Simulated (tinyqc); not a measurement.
Kinetics of strain relaxation and threading dislocations in mismatched semiconductor layers: one step, computed by the program tinyqc. Command: `OMP_NUM_THREADS=1 python tinyqc.py 3016529 3016530 out.jsonl threading walk`. One thread of a shared host (Intel(R) Xeon(R) Processor @ 2.30GHz), about 0.01 s of CPU time with the checks.

60-degree dislocations on {111} planes of a (001) layer, isotropic elasticity. The Schmid factor is 1/sqrt(6), and a misfit segment relieves strain with b/2.

Question. Graded buffer. In steady grading, strain is fed at R_f R_g and relieved at (b/4) rho v. As a glide-limited estimate, the driving stress is taken as the mean stress of the strained top zone, whose depth z solves R_f z/2 = e_eq(z), with strain R_f z at the surface; tau_g = S R_f z/2 is its mean; then rho = 4 R_f R_g/(b m tau_g), m = v0 exp(-Q/(k_B T_g)), S = (1/sqrt 6) 2 G (1 + nu)/(1 - nu), e_eq(z) = b (1 - nu/4) [ln(z/b) + 1]/(4 pi (1 + nu) z).

Inputs (values chosen for the exercise, modelled on Si(0.8)Ge(0.2) on Si):
```
quantity                                   value          unit
misfit f                                 0.00872             -
shear modulus G                             64.5           GPa
Poisson ratio nu                            0.27             -
Burgers vector b                            3.88      angstrom
glide activation energy Q                   2.15            eV
velocity prefactor v0                      39000   m/s per MPa
grading rate (misfit per thickness) R_f   0.0073  1/micrometre
growth temperature of the buffer T_g         896             K
growth rate R_g                              1.1          nm/s
```

Constants: k_B = 8.617333262e-05 eV/K.

Give: depth z of the strained zone; stress tau_g; thread density of the buffer; buffer thickness f/R_f.

Answer.

depth z of the strained zone = 213.1 nm

stress tau_g = 71.25 MPa

thread density of the buffer = 3.692e+06 1/cm^2

buffer thickness f/R_f = 1.195 micrometre

Raising T_g by 50 K would lower this density by a factor 4.4: fast glide lets few threads do the work.
